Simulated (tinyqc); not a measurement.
Channel length: inversion-layer mobility, back-scattering and ballistic limit of a field-effect transistor. Computed by tinyqc, a small Python program. Command: `OMP_NUM_THREADS=1 python tinyqc.py 3014354 3014355 out.jsonl mos walk`. One thread of a shared host (Intel(R) Xeon(R) Processor @ 2.30GHz), about 0.01 s of CPU time with the checks.

The charge at the top of the source barrier is fixed by the gate; series resistance and short-channel effects are left out. F_j are Fermi integrals normalised to exp(eta) in the classical limit.

Inputs (values chosen for the exercise, modelled on a germanium p-channel):
```
quantity,value,unit
transport mass m,0.21,m_0
valley degeneracy g_v,1,-
weight w of the inversion charge,0.333,-
permittivity eps,16,-
"phonon mobility at 1 MV/cm and 300 K, mu_ph",240,cm^2/(V s)
"roughness mobility at 1 MV/cm, mu_sr",360,cm^2/(V s)
"Coulomb mobility at N_inv = 1e12/cm^2, mu_C",300,cm^2/(V s)
electrical oxide thickness t_inv,3.2,nm
depletion charge N_dep,1e+11,1/cm^2
gate overdrive V_G - V_T,0.7,V
drain voltage V_D,1.2,V
exponent a of the critical length,0.66,-
temperature T,400,K
```

Statistics at the top of the barrier: Fermi-Dirac.

Constants: eps_0 = 8.8541878128e-12 F/m; e = 1.602176634e-19 C; m_0 = 9.1093837015e-31 kg; k_B = 1.380649e-23 J/K; hbar = 1.054571817e-34 J s; k_B = 8.617333262e-05 eV/K.

Method:
- N_inv = 3.9 eps_0 (V_G - V_T)/(e t_inv); effective field E_eff = e (N_dep + w N_inv)/(eps eps_0).
- mu_phonon = mu_ph (E_eff/1 MV/cm)^(-0.3) (T/300 K)^(-1.75); mu_rough = mu_sr (E_eff/1 MV/cm)^(-2); mu_Coulomb = mu_C (N_inv/1e12 cm^-2) (T/300 K); Matthiessen's rule adds 1/mu.
- F_j(eta) = (1/Gamma(j + 1)) int_0^infinity x^j/(1 + exp(x - eta)) dx, F_0 = ln(1 + exp(eta)). Integrals over x = E/(k_B T) use 160 Gauss-Legendre points in u = sqrt(x) from 0 to sqrt(max(eta, 0) + 32).
- Ballistic channel: N_2D = g_v m k_B T/(pi hbar^2), U = e V_D/(k_B T); eta_F solves N_inv = (N_2D/2)[F_0(eta_F) + F_0(eta_F - U)]; v_T = sqrt(2 k_B T/(pi m)); I/W = e (N_2D/2) v_T [F_1/2(eta_F) - F_1/2(eta_F - U)]; injection velocity v_T F_1/2(eta_F)/F_0(eta_F).
- Mean free path lambda = (2 k_B T/e)(mu/v_T) F_0(eta_0)/F_-1/2(eta_0), with eta_0 from N_inv = N_2D F_0(eta_0); critical length l = L (1 + U)^(-a), an empirical rule; back-scattering r = l/(l + lambda). Then eta solves N_inv = (N_2D/2)[(1 + r) F_0(eta) + (1 - r) F_0(eta - U)] and I/W = e (N_2D/2) v_T (1 - r)[F_1/2(eta) - F_1/2(eta - U)].
- The last column is the long-channel law e N_inv mu V/L with V = V_D - V_D^2/(2 V_ov) below pinch-off and V_ov/2 above, V_ov = V_G - V_T.

inversion density N_inv = 4.71467e+12 1/cm^2

effective mobility mu = 207.886 cm^2/(V s)

ballistic current I/W = 1518.50 microampere/micrometre

Currents (microampere/micrometre):
```
L (nm),r,I/W,ballistic ratio,long-channel law
5,0.03240,1408.6,0.92763,10992
10,0.06277,1313.3,0.86485,5496
20,0.11812,1156.2,0.76143,2748
40,0.21128,932.2,0.61387,1374
80,0.34886,670.7,0.44167,687
160,0.51726,428.9,0.28243,344
400,0.72817,205.7,0.13544,137
1000,0.87008,89.3,0.05881,55
```

What follows from these numbers?

The current scales as L^-0.91 at the long end and as L^-0.10 at the short end, where it reaches 93 % of the ballistic 1520. The long-channel law passes the ballistic limit between 20.0 and 40.0 nm and has no meaning below. At 1000 nm the model gives 1.62 times the long-channel law; the rule for l is a fit for short devices and fails wherever the model exceeds that law. Raising mu by 10 % at 20 nm raises I by 2.2 %.

Extremes, crossings and ranges named in words are read from the listed rows.
